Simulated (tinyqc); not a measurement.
CMOS inverter, nodal equation and switching: energy per operation against supply voltage.

An n-channel pull-down (bn, VTn) and a p-channel pull-up (bp, VTp) share the input Vin and the output node Vout, which carries the load C. Transistor (EKV form, voltages against the body): I = 2 n b Vt^2 [F(vp - Vs) - F(vp - Vd)] from drain to source, F(v) = ln^2(1 + exp(v/(2 Vt))), vp = (Vg - VT + sg |Vd - Vs|)/n. n-channel bodies are at 0; for the p-channel device all voltages are counted down from Vdd. b in uA/V^2 gives I in uA. Static: In = Ip. Transient: C dVout/dt = Ip - In. No velocity saturation, no gate capacitance beyond C.

For a step input the delay to Vdd/2 is tHL = C times the integral of dV/(In - Ip) from Vdd/2 to Vdd at Vin = Vdd, and tLH likewise with Ip - In from 0 to Vdd/2 at Vin = 0. A chain of 50 such gates sets the cycle time tc = 50 (tHL + tLH)/2; per gate and cycle the switching energy is 0.1 C Vdd^2 and the leakage energy Vdd Ileak tc, Ileak the mean supply current at Vin = 0 and Vdd.

Parameters, values chosen for the exercise: temperature T = 300 K; slope factor n = 1.11; drain-induced barrier lowering sg = 0.102; n-channel threshold VTn = 0.42 V; p-channel threshold (magnitude) VTp = 0.34 V; gain factor of the pull-down transistor bn = 230 uA/V^2; gain factor of the pull-up transistor bp = 300 uA/V^2; load capacitance C = 1.5 fF.

Constants: q = 1.602176634e-19 C, kB = 1.380649e-23 J/K, Vt = kB T/q. Results are converted to the units shown.

Result of one run:
```
Vdd (V),tc (ns),switching (aJ),leakage (aJ),total (aJ)
0.4,41.10,24.00,0.1129,24.11
```

What becomes of these results when the supply voltage Vdd is changed from 0.4 to 0.35 V, all else the same?

Result of the changed run:
```
Vdd (V),tc (ns),switching (aJ),leakage (aJ),total (aJ)
0.35,143.9,18.38,0.2898,18.66
```

The whole series:
```
Vdd (V),tc (ns),switching (aJ),leakage (aJ),total (aJ)
0.15,7.822e4,3.375,32.49,35.86
0.2,1.523e4,6.000,10.25,16.25
0.25,3027,9.375,3.051,12.43
0.3,623.9,13.50,0.9018,14.40
0.35,143.9,18.38,0.2898,18.66
0.4,41.10,24.00,0.1129,24.11
0.5,7.563,37.50,0.03703,37.54
0.6,3.007,54.00,0.02518,54.03
0.8,1.156,96.00,0.02619,96.03
1,0.6792,150.0,0.03898,150.0
```

The total energy goes from 35.9 through a minimum of 12.4 (at Vdd = 0.25 V among the rows listed) to 150 aJ, while the cycle time falls from 78200 to 0.679 ns. Leakage makes up 91 % of the total in the first row and 0.026 % in the last. Below threshold the cycle lengthens exponentially and leakage flows for all of it, hence the minimum. At Vdd = 1 V the overdrive passes 0.5 V, where velocity saturation, left out here, would lengthen the delays of short devices. For Vdd = 0.15 to 0.4 V the supply is below a threshold, where mismatch, left out here, dominates margins and delay.

tinyqc, about 0.03 s, one thread, Intel Xeon 2.30GHz (shared host): `OMP_NUM_THREADS=1 python tinyqc.py 2340083 2340084 out.jsonl`
